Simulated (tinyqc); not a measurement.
# One-sided p+-n junction, ionisation integral and breakdown, step by step

Computed by the program tinyqc: `OMP_NUM_THREADS=1 python tinyqc.py 2120001 2120002 out.jsonl`, one thread of a shared Intel Xeon 2.30GHz, about 0.04 s for the whole run. Printed values are rounded.

A p+ layer at x < 0 and an n drift layer from x = 0. Depletion approximation, built-in voltage neglected. Local ionisation coefficients alpha_n = an exp(-(bn/E)^mx), alpha_p = ap exp(-(bp/E)^mx). Electrons move towards +x, holes towards x = 0.

Parameters, values chosen for the exercise; material values close to those of silicon: relative permittivity eps_r = 11.8; prefactor of the electron ionisation coefficient an = 6.71e5 1/cm; field constant for electrons bn = 1.21e6 V/cm; prefactor of the hole ionisation coefficient ap = 1.67e6 1/cm; field constant for holes bp = 2.1e6 V/cm; exponent mx = 1; donor density of the drift layer N = 2.2e15 cm^-3; reverse voltage V = 94.9 V; share of the depleted width that the grid covers fr = 0.5.

Constants: q = 1.602176634e-19 C, eps0 = 8.8541878128e-14 F/cm where lengths are in cm. Results are converted to the units shown.

## Field and ionisation coefficients on a grid

W = sqrt(2 eps0 eps_r V/(q N)), peak field E0 = q N W/(eps0 eps_r), falling linearly to 0 at W. Grid: 13 equal steps from 0 to fr W.

W = 7.50062 um

```
point	x (um)	E (kV/cm)	alpha_n (1/cm)	alpha_p (1/cm)
0	0.00000	253.046	5623.91	415.484
1	0.28849	243.313	4644.84	298.118
2	0.57697	233.581	3775.56	208.069
3	0.86546	223.848	3014.16	140.749
4	1.15394	214.116	2357.54	91.8866
5	1.44243	204.383	1801.32	57.5997
6	1.73091	194.651	1339.78	34.4592
7	2.01940	184.918	965.927	19.5301
8	2.30788	175.186	671.534	10.3921
9	2.59637	165.453	447.319	5.13415
10	2.88485	155.721	283.212	2.32248
11	3.17334	145.988	168.709	0.945153
12	3.46182	136.255	93.3305	0.338277
13	3.75031	126.523	47.1362	0.103369
```

## Ionisation integrals by the trapezoid rule

G(x) = integral from 0 to x of (alpha_n - alpha_p); I_n = integral of alpha_n exp(-G) (electrons injected at x = 0), I_p = integral of alpha_p exp(G(end) - G) (holes injected at the far edge); M = 1/(1 - I). All integrals by the trapezoid rule on the grid.

```
point	G	alpha_n exp(-G) (1/cm)
0	0.000000	5623.91
1	0.137826	4046.82
2	0.251983	2934.59
3	0.344888	2134.93
4	0.419015	1550.54
5	0.476848	1118.14
6	0.520828	795.87
7	0.553307	555.45
8	0.576495	377.31
9	0.592409	247.36
10	0.602839	154.99
11	0.609311	91.73
12	0.613072	50.56
13	0.615092	25.48
```

I_n = 0.487049
I_p = 0.0462915
M_n = 1.94951
M_p = 1.04854

A grid of 1500 steps over the whole width gives I_n = 0.4837 and I_p = 0.04542; the coarse I_n is 0.70 % above and the coarse I_p 1.9 % above those values. Electrons multiply more: on this coarse grid M - 1 is 19.6 times as large for them.

## Breakdown voltage by secant steps

G(x) = integral from 0 to x of (alpha_n - alpha_p); I_n = integral of alpha_n exp(-G) (electrons injected at x = 0), I_p = integral of alpha_p exp(G(end) - G) (holes injected at the far edge); M = 1/(1 - I). Secant steps on ln I_n(V) = 0 with the integrals on a fine grid (1500 steps), from the points V = 108 and 130 V; stop when the step is below 1e-7 of V.

Course of the iteration:
```
step	V (V)	I_n	change of V (V)
1	130	0.872123	9.83
2	139.832	0.953282	5.29
3	145.119	0.991281	1.18
4	146.304	0.999281	0.106
5	146.410	0.999988	1.80e-3
6	146.411	1.00000	2.53e-6
```

Breakdown at 146.41 V, with a peak field of 314.3 kV/cm and W = 9.316 um. The integral for holes reaches 1 at the same voltage.
